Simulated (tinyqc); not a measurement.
## Random telegraph noise from one oxide trap in a small MOSFET: time constants and noise against gate voltage

An acceptor-like trap exchanges electrons with the channel. Inversion charge Q = Cox u, u = n Vt W0(exp((Vg - VT)/(n Vt))), W0 the Lambert function, n = nf, Cox = eps0 eox/tox; linear regime Id = (W/L) mu Q Vd. Relative to threshold the surface potential rises by Vt ln(u/u0) and the oxide voltage by the rest of Vg - VT, with u0 = n Vt W0(1).

N = Cox u/q; dpsi = Vt ln(u/u0); E = E0 - dpsi - (xt/tox)(Vg - VT - dpsi); capture time tc = 1/[(N/zi) vth s0 exp(-xt/lt - EB/Vt)]; emission time te = tc exp(-E/Vt); occupancy te/(tc + te). A = W L; threshold step dV = q (1 - xt/tox)/(Cox A); gm/Id = 1/(u + n Vt); relative step dI/I = (gm/Id) dV + asc mu/A. fc = (1/tc + 1/te)/(2 pi); rms = (dI/I) sqrt(tc te)/(tc + te).

Inputs (values chosen for the exercise); values of the order met in silicon transistors:
- T = 300 K (temperature)
- eox = 3.9 (relative permittivity of the gate insulator (close to silicon dioxide))
- tox = 1.3 nm (insulator thickness)
- xt = 0.56 nm (depth of the trap from the channel interface)
- E0 = -0.04 eV (trap level above the channel Fermi level at threshold)
- s0 = 2e-17 cm^2 (capture prefactor)
- EB = 0.34 eV (capture barrier (lattice relaxation))
- lt = 0.1 nm (tunnelling decay length)
- vth = 1.5e7 cm/s (thermal velocity)
- zi = 2.1 nm (thickness of the inversion layer)
- VT = 0.2 V (threshold voltage)
- nf = 1.37 (body factor)
- W = 30 nm (gate width)
- L = 23 nm (gate length)
- mu = 200 cm^2/(V s) (mobility)
- asc = 8.7e-16 V s (scattering coefficient of the charged trap)
- Vd = 0.02 V (drain voltage)

Constants: q = 1.602176634e-19 C, kB = 1.380649e-23 J/K, Vt = kB T/q, eps0 = 8.8541878128e-14 F/cm where lengths are in cm. Results are converted to the units shown.

Result of one run:

| Vg (V) | E (eV) | tc (s) | te (s) | occupancy | dI/I (%) | fc (Hz) | rms dI/I (%) |
|---|---|---|---|---|---|---|---|
| 0.03 | 0.095639 | 20.335 | 0.50301 | 0.024139 | 16.458 | 0.32423 | 2.5259 |

What becomes of these results when the gate voltage Vg is changed from 0.03 to -0.09 V, all else the same?

Result of the changed run:

| Vg (V) | E (eV) | tc (s) | te (s) | occupancy | dI/I (%) | fc (Hz) | rms dI/I (%) |
|---|---|---|---|---|---|---|---|
| -0.09 | 0.19708 | 597.43 | 0.29213 | 4.8873e-4 | 16.567 | 0.54508 | 0.36617 |

The whole series:

| Vg (V) | E (eV) | tc (s) | te (s) | occupancy | dI/I (%) | fc (Hz) | rms dI/I (%) |
|---|---|---|---|---|---|---|---|
| -0.09 | 0.19708 | 597.43 | 0.29213 | 4.8873e-4 | 16.567 | 0.54508 | 0.36617 |
| -0.03 | 0.14632 | 109.92 | 0.38288 | 0.0034711 | 16.550 | 0.41712 | 0.97337 |
| 0.03 | 0.095639 | 20.335 | 0.50301 | 0.024139 | 16.458 | 0.32423 | 2.5259 |
| 0.09 | 0.045375 | 3.8690 | 0.66887 | 0.14740 | 15.993 | 0.27908 | 5.6696 |
| 0.15 | -0.0030951 | 0.83162 | 0.93739 | 0.52990 | 14.234 | 0.36116 | 7.1040 |
| 0.21 | -0.046873 | 0.24588 | 1.5071 | 0.85974 | 10.909 | 0.75290 | 3.7881 |
| 0.27 | -0.084881 | 0.10760 | 2.8691 | 0.96385 | 8.0469 | 1.5346 | 1.5020 |
| 0.33 | -0.11887 | 0.061863 | 6.1431 | 0.99003 | 6.3360 | 2.5986 | 0.62949 |
| 0.39 | -0.15053 | 0.041682 | 14.084 | 0.99705 | 5.3414 | 3.8296 | 0.28973 |

tc falls from 597 to 0.0417 s as the channel fills and te rises from 0.292 to 14.1 s; they are equal at Vg = 0.146 V, where E = 0. The rms noise goes from 0.366 through a maximum of 7.10 (at Vg = 0.15 V among the rows listed) to 0.290 %. The slope -Vt d ln(tc/te)/dVg is 0.846 between the first two rows and 0.528 between the last two; it tends to xt/tox = 0.431 only when the surface potential stops moving. For Vg = -0.09, -0.03, 0.03, 0.09 the step exceeds 15 %, where a linear one-charge estimate is rough.

Range of the model: VT is taken as given; short-channel effects and the uneven flow of current among few electrons are left out.

Numbers from tinyqc (`OMP_NUM_THREADS=1 python tinyqc.py 2710092 2710093 out.jsonl`; about 0.01 s on one thread of a shared Intel Xeon 2.30GHz).
